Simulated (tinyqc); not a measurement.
Inside a calculation. Model: ellipsometry and reflectance of a transparent film on an absorbing substrate.

tinyqc, about 0.01 s, one thread, Intel Xeon 2.30GHz (shared host): `OMP_NUM_THREADS=1 python tinyqc.py 2870196 2870197 out.jsonl` Printed values are rounded.

Air (index 1), film, substrate with N2 = n2 - i k2; time factor exp(+i w t). q_j = sqrt(N_j^2 - sin^2 th), root with positive real part. Fresnel coefficients r_s = (q_a - q_b)/(q_a + q_b), r_p = (N_b^2 q_a - N_a^2 q_b)/(N_b^2 q_a + N_a^2 q_b). tan(Psi) exp(i Delta) = R_p/R_s, Delta taken from 0 to 360 degrees.

Inputs (values chosen for the exercise); indices close to those of silicon nitride on silicon:
- lam = 800 nm (wavelength)
- th = 70 degrees (angle of incidence)
- n1 = 2.009 (index of the transparent film)
- d = 5.3 nm (film thickness)
- n2 = 3.692 (index of the substrate)
- k2 = 0.0065 (extinction coefficient of the substrate)

## Interface coefficients and thickness period

q0, q1, q2 and the coefficients r01 and r12 for p and s; the results repeat in d with the period lam/(2 q1).

q0 = 0.342020
q1 = 1.77569
q2 = 3.57041-0.00672i
r01,p = -0.125238
r01,s = -0.676990
r12,p = 0.253626-0.000767i
r12,s = -0.335709+0.000835i
period = 225.265 nm

## Psi, Delta and reflectances

beta = 2 pi d q1/lam, X = exp(-2 i beta), R = (r01 + r12 X)/(1 + r01 r12 X) for p and s.

beta = 0.0739149 rad
X = 0.989093-0.147292i
R_p = 0.129381-0.039989i
R_s = -0.824303+0.018142i
Psi = 9.32725 degrees
Delta = 164.086 degrees
|R_p|^2 = 0.0183386
|R_s|^2 = 0.679805

The bare substrate gives Psi = 9.129 and Delta = 179.67 degrees.
